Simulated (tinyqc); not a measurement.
Inside a calculation: cylindrical quantum wire. Values are carried at full precision from step to step, so a last printed digit may differ when a step is redone from the rounded ones.

With hard walls E = c (x/R)^2/mw, x a zero of J_m: (1,0) 2.404826; (2,0) 5.520078; (1,1) 3.831706; (2,1) 7.015587; (1,2) 5.135622; (2,2) 8.417244; (1,3) 6.380162; (2,3) 9.761023.

Constants: hbar^2/2m0 = 3.80998211 eV angstrom^2.

Inputs chosen for the exercise (near those of a non-polar GaN wire in AlGaN; not measured data): R = 30 angstrom (radius); mw = 0.205 m0 (mass inside); V0 = 0.39 eV (barrier height); mb = 0.231 m0 (mass outside); E = 0.0741 eV (trial energy).

## Hard-wall levels

The six lowest of these, with their orbital degeneracy; c = hbar^2/2m0.

Hard walls:
```
state  degeneracy       x  E (eV)
(1,0)           1  2.4048  0.1194
(1,1)           2  3.8317  0.3032
(1,2)           2  5.1356  0.5446
(2,0)           1  5.5201  0.6292
(1,3)           2  6.3802  0.8406
(2,1)           2  7.0156  1.0164
```

The ballistic conductance steps are 2, 4, 4, 2 e^2/h as EF passes the first four edges (spin included, one valley). The real barrier, V0 = 0.39 eV, lies below 4 values at the end of the list.

## The matching condition at a trial energy

A cylinder of radius R, isotropic masses, c = hbar^2/2m0, k = sqrt(mw E/c), kappa = sqrt(mb (V0 - E)/c). State (n, m) is J_m(k r) inside and K_m(kappa r) outside; psi and psi'/m are continuous: (k/mw) J_m'(kR)/J_m(kR) = (kappa/mb) K_m'(kappa R)/K_m(kappa R).

Both sides for the lowest state, with J_0' = -J_1 and K_0' = -K_1.

k R = 1.8943
kappa R = 4.1518
left side = -0.6279 1/angstrom
right side = -0.6677 1/angstrom

The left side falls with E and the right side rises; here the left is the larger, so the level lies above the trial energy.

## Bound levels

All roots below V0 for angular numbers 0 to 3, two each at most; the last column is the ratio to the hard-wall level.

Finite barrier:
```
state  degeneracy  E (eV)     k R  E/E(hard)
(1,0)           1  0.0759  1.9172      0.636
(1,1)           2  0.1889  3.0248      0.623
(1,2)           2  0.3276  3.9828      0.601
(2,0)           1  0.3620  4.1871      0.575
```

4 levels of these are bound; the lowest reaches 64 % of its hard-wall value.

## Checks

- Lowest level by radial finite differences against the matching condition, eV: both 0.0759.

Computed by tinyqc, a small Python program: `OMP_NUM_THREADS=1 python tinyqc.py 1252339 1252340 out.jsonl` (the numbers bound the seed that draws the inputs); one thread of a shared host (Intel(R) Xeon(R) Processor @ 2.30GHz), about 0.03 s for the whole set of steps.
